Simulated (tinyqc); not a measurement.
Double-gate transistor below threshold, two-dimensional Poisson equation on a small mesh: two steps of the calculation.

Half of a symmetric double-gate structure: row 0 is the mid-plane of the body, where the normal field vanishes. Mobile charge is neglected (subthreshold), the body is fully depleted, and potentials are counted from the intrinsic level; rows run upward to the gate, columns from source to drain.

Values chosen for this exercise; semiconductor permittivity close to that of silicon:
```
symbol  value   unit                                     meaning
eps_r    11.9         relative permittivity of the semiconductor
eox       7.5             relative permittivity of the insulator
tb          4     nm                     half the body thickness
tox       3.1     nm                         insulator thickness
L          41     nm                              channel length
Na          0  cm^-3       acceptor density of the depleted body
```

Constants: q = 1.602176634e-19 C, eps0 = 8.8541878128e-14 F/cm where lengths are in cm. Results are converted to the units shown.

Question 1. Coefficients of the five-point equations. Mesh: rows i = 0..3 in the semiconductor (step hs = tb/3, row 3 on the interface), then 2 step(s) ho = tox/2 up to the gate row 5; columns j = 0..7 (step hy = L/7). Box integration, divided by eps0: up_i = eps hy/h of the interval above row i, dn_i = that of the interval below (0 for row 0), lat_i = (sum of eps h/2 over the intervals above and below)/hy, s_i = -q Na w_i hy/eps0 with w_i the semiconductor height of the box (hs/2 for row 0 and the interface row, hs between, 0 in the insulator). Each free node obeys (up + dn + 2 lat) psi = up psi(above) + dn psi(below) + lat [psi(left) + psi(right)] + s.

Wanted: up; dn; lat; s.

Answer 1.

| row | up | dn | lat | s (V) |
|---|---|---|---|---|
| 0 | 52.27 | 0 | 1.354 | 0 |
| 1 | 52.27 | 52.27 | 2.709 | 0 |
| 2 | 52.27 | 52.27 | 2.709 | 0 |
| 3 | 28.34 | 52.27 | 2.347 | 0 |
| 4 | 28.34 | 28.34 | 1.985 | 0 |

Question 2. Over-relaxation sweep (omega = 1.5). Free nodes: rows 0..4, columns 1..6, taken row by row from row 0, left to right. t = (up psi(above) + dn psi(below) + lat [psi(left) + psi(right)] + s)/(up + dn + 2 lat), with the newest neighbours; psi(new) = psi + 1.5 (t - psi).

psi at the start (fixed values on the edges, free nodes at the gate value) (V):

|  | j=0 | j=1 | j=2 | j=3 | j=4 | j=5 | j=6 | j=7 |
|---|---|---|---|---|---|---|---|---|
| row 0 | 0.6000000 | -0.1900000 | -0.1900000 | -0.1900000 | -0.1900000 | -0.1900000 | -0.1900000 | 1.3000000 |
| row 1 | 0.6000000 | -0.1900000 | -0.1900000 | -0.1900000 | -0.1900000 | -0.1900000 | -0.1900000 | 1.3000000 |
| row 2 | 0.6000000 | -0.1900000 | -0.1900000 | -0.1900000 | -0.1900000 | -0.1900000 | -0.1900000 | 1.3000000 |
| row 3 | 0.6000000 | -0.1900000 | -0.1900000 | -0.1900000 | -0.1900000 | -0.1900000 | -0.1900000 | 1.3000000 |
| row 4 | 0.2050000 | -0.1900000 | -0.1900000 | -0.1900000 | -0.1900000 | -0.1900000 | -0.1900000 | 0.5550000 |
| row 5 | -0.1900000 | -0.1900000 | -0.1900000 | -0.1900000 | -0.1900000 | -0.1900000 | -0.1900000 | -0.1900000 |

| row | up | dn | lat | s (V) |
|---|---|---|---|---|
| 0 | 52.275000 | 0 | 1.3544715 | 0 |
| 1 | 52.275000 | 52.275000 | 2.7089431 | 0 |
| 2 | 52.275000 | 52.275000 | 2.7089431 | 0 |
| 3 | 28.341014 | 52.275000 | 2.3468496 | 0 |
| 4 | 28.341014 | 28.341014 | 1.9847561 | 0 |

Wanted: psi after iteration 1.

Answer 2.

psi after iteration 1 (V):

|  | j=0 | j=1 | j=2 | j=3 | j=4 | j=5 | j=6 | j=7 |
|---|---|---|---|---|---|---|---|---|
| row 0 | 0.600 | -0.161 | -0.189 | -0.190 | -0.190 | -0.190 | -0.135 | 1.300 |
| row 1 | 0.600 | -0.140 | -0.187 | -0.190 | -0.190 | -0.190 | -0.096 | 1.300 |
| row 2 | 0.600 | -0.125 | -0.186 | -0.190 | -0.190 | -0.190 | -0.068 | 1.300 |
| row 3 | 0.600 | -0.098 | -0.182 | -0.189 | -0.190 | -0.190 | -0.016 | 1.300 |
| row 4 | 0.205 | -0.106 | -0.180 | -0.189 | -0.190 | -0.190 | -0.032 | 0.555 |
| row 5 | -0.190 | -0.190 | -0.190 | -0.190 | -0.190 | -0.190 | -0.190 | -0.190 |

tinyqc, about 0.2 s, one thread, Intel Xeon 2.30GHz (shared host): `OMP_NUM_THREADS=1 python tinyqc.py 2480064 2480065 out.jsonl`
